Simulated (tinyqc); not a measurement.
## Cell size and critical density at another thickness

Inverse problem. In the cell model of oxide breakdown (cubic cells of edge a, defect density growing as t^al) the Weibull slope is beta = al tox/a, and for small l the critical density is N_bd = a^(-3) (A/a^2)^(-a/tox). Find a from the slope, and then the area A and the slope at 7.2 nm.

Parameters, values chosen for the exercise:
- al = 0.71 (exponent of defect growth)

Weibull slope at a thickness of 6.3 nm = 4.97
N_bd there, small-l form = 6.3909194e19 cm^-3

Answer. a = al tox/beta, and A = a^2 (a^3 N_bd)^(-tox/a).

a = 0.900 nm
A = 1.70e3 um^2
slope = 5.68

Program tinyqc, `OMP_NUM_THREADS=1 python tinyqc.py 2070001 2070002 out.jsonl`; Intel Xeon 2.30GHz, shared host, one thread, about 0.01 s.
